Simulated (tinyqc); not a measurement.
From rate at the outlet over rate at the inlet back to total pressure p: chemical vapour deposition: Grove model, boundary layer, depletion and step coverage. Computed by tinyqc, a small Python program. Command: `OMP_NUM_THREADS=1 python tinyqc.py 3025045 3025046 out.jsonl cvd inv`. One thread of a shared host (Intel(R) Xeon(R) Processor @ 2.30GHz), about 0.01 s of CPU time with the checks.

A precursor diffuses to the surface and reacts there at first order; each molecule that reacts adds one formula unit of film.

Inputs (values chosen for the exercise, close to those used for epitaxial silicon from a chlorosilane):

| quantity | value | unit |
|---|---|---|
| prefactor k0 of k_s | 1.9e+06 | cm/s |
| activation energy E | 1.81 | eV |
| temperature T | 1100 | C |
| mole fraction of the precursor Y | 0.011 | - |
| gas diffusivity D0 at 273.15 K and 760 torr | 0.35 | cm^2/s |
| film density N | 5e+22 | formula units/cm^3 |
| precursor mass M | 170 | u |
| gas velocity U | 10 | cm/s |
| kinematic viscosity nu0 at 273.15 K and 760 torr | 0.58 | cm^2/s |
| susceptor length L | 19 | cm |
| channel height b | 3.6 | cm |

Reactor: horizontal, reduced pressure.

Constants: k_B = 1.380649e-23 J/K; u = 1.6605390666e-27 kg; k_B = 8.617333262e-05 eV/K.

Method:
- k_s = k0 exp(-E/(k_B T)); C_g = Y p/(k_B T), 1 torr = 133.322 Pa; D = D0 (T/273.15)^1.75 (760/p).
- Temperatures in kelvin are T(C) + 273.15.
- Mean speed c = sqrt(8 k_B T/(pi M)); reactive sticking probability beta = 4 k_s/c.
- nu = nu0 (T/273.15)^1.75 (760/p); Re = U L/nu; mean boundary layer delta = (2/3) L/sqrt(Re), at most b/2; h_g = D/delta.
- Fluxes in series: C_s = C_g/(1 + k_s/h_g); growth rate G = k_s h_g/(k_s + h_g) C_g/N; 1 cm/s = 6e8 nm/min.
- Plug flow: U b dC/dx = -k_eff C with k_eff = k_s h_g/(k_s + h_g), so C falls as exp(-k_eff x/(U b)); the used share of the precursor is 1 - C(L)/C(0).

Task: A run gave the result below. Find the total pressure p, known to lie between 140 and 280 torr.

rate at the outlet over rate at the inlet = 0.800953

Result:

Each step takes the trial c = (a f_b - b f_a)/(f_b - f_a), f being the result less the target and a, b, c the logarithms of the listed values; c replaces end b, the old b replaces a if the sign of f changed, and otherwise f_a is halved.

Scan of the range:

| total pressure p (torr) | rate at the outlet over rate at the inlet |
|---|---|
| 140 | 0.800373 |
| 157 | 0.800884 |
| 176 | 0.801452 |
| 198 | 0.802106 |
| 222 | 0.802815 |
| 249 | 0.803606 |
| 280 | 0.804507 |

False position (Illinois rule, in the logarithm of the input) inside the bracket:

| step | end a | end b | trial | rate at the outlet over rate at the inlet |
|---|---|---|---|---|
| 1 | 157.000 | 176.000 | 159.192 | 0.800950 |
| 2 | 176.000 | 159.192 | 159.296 | 0.800953 |
| 3 | 176.000 | 159.296 | 159.305 | 0.800953 |
| 4 | 159.296 | 159.305 | 159.301 | 0.800953 |

Rate at the outlet over rate at the inlet rises at every point of a 13-point scan of the range (every second point is shown), so one value fits; it is bracketed by 157 and 176. Answer: total pressure p = 159.3 torr.

Caution: the boundary layer is capped at b/2, so U, L and nu no longer affect h_g.
